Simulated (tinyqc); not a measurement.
Inside a calculation. Model: Bloch-Grueneisen resistivity of a metal. Computed by tinyqc, a small Python program that keeps every step. Command: `OMP_NUM_THREADS=1 python tinyqc.py 3031561 3031562 out.jsonl bg walk`. One thread of a shared host (Intel(R) Xeon(R) Processor @ 2.30GHz), about 0.01 s of CPU time with the checks. Intermediate numbers are printed to about 7 digits and carried at full precision; extremes and crossings named in words are read from the listed rows.

Electrons scatter from a Debye spectrum of phonons (n = 5 for scattering within one band, n = 3 for scattering into a second, heavy band) and from static defects.

Inputs (values chosen for the exercise, modelled on copper):
```
quantity                       value         unit
exponent n                         5            -
Debye temperature Theta          346            K
transport coupling lambda_tr    0.12            -
Drude plasma energy hbar w_p     8.8           eV
residual resistivity rho_0    0.0084  microohm cm
temperature T                    600            K
```

Addition: none.

Constants: k_B = 1.380649e-23 J/K; hbar = 1.054571817e-34 J s; eps_0 = 8.8541878128e-12 F/m; hbar = 6.582119569e-16 eV s; k_B = 8.617333262e-05 eV/K.

## Scale of the phonon resistivity

rho_ph = (n - 1) rho_1 (T/Theta)^n J_n(Theta/T), with rho_1 = 2 pi lambda_tr k_B Theta/(hbar eps_0 w_p^2), the high-temperature line at T = Theta.

rho_1 = 2.158051 microohm cm

## The integral and the phonon part

J_n(y) = int_0^y x^n e^x/(e^x - 1)^2 dx, by 96 Gauss-Legendre points (upper limit at most 60).

Theta/T = 0.5766667

J_n = 0.02714200

phonon resistivity rho_ph = 3.674001 microohm cm

This is 98.2 % of the straight line rho_1 T/Theta.

## Total resistivity and derived numbers

Matthiessen's rule: rho = rho_0 + rho_ph. Temperature coefficient (1/rho) d rho/dT by a central difference of +/- 0.5 K; residual ratio rho(295 K)/rho(4.2 K); scattering time tau = 1/(eps_0 w_p^2 rho); Wiedemann-Franz kappa = L_0 T/rho, L_0 = (pi^2/3)(k_B/e)^2.

resistivity rho = 3.682401 microohm cm

temperature coefficient = 1.723912 1e-3/K

residual resistance ratio = 204.1226

scattering time = 17.15878 fs

Wiedemann-Franz conductivity = 398.0562 W/(m K)

The coefficient is 1.03 times 1/T; it exceeds 1/T because the phonon part, extended linearly, meets zero above T = 0.

## Limits of the phonon part

Low T: (n - 1) n! zeta(n) rho_1 (T/Theta)^n. High T: rho_1 (T/Theta) [1 - (n - 1)/(12 (n + 1)) (Theta/T)^2].

Resistivities (microohm cm):
```
T (K)        rho_ph     low-T law  straight line  line with correction     total rho
10     2.166063e-05  2.166063e-05       0.062371                     -  8.421661e-03
17     3.075337e-04  3.075499e-04       0.106031                     -  8.707534e-03
28     3.669502e-03  3.727874e-03       0.174640                     -  1.206950e-02
42     2.365610e-02  2.830854e-02       0.261960                     -  3.205610e-02
69     1.376893e-01  3.387790e-01       0.430363                     -  1.460893e-01
120    4.876927e-01  5.389857e+00       0.748457              0.402769  4.960927e-01
170    8.497599e-01  3.075499e+01       1.060314              0.816299  8.581599e-01
280    1.606338e+00  3.727874e+02       1.746400              1.598248  1.614738e+00
420    2.523293e+00  2.830854e+03       2.619600              2.520832  2.531693e+00
690    4.244071e+00  3.387790e+04       4.303629              4.243509  4.252471e+00
```

The low-T law holds to 10 % up to 28 K, the straight line from 280 K on. The local exponent of rho_ph falls from 5.00 to 1.05. Phonons overtake the residual resistivity between 28.0 and 42.0 K.

Checks made by the program: J_n at large argument against n! zeta(n) (relative difference below 1e-10).
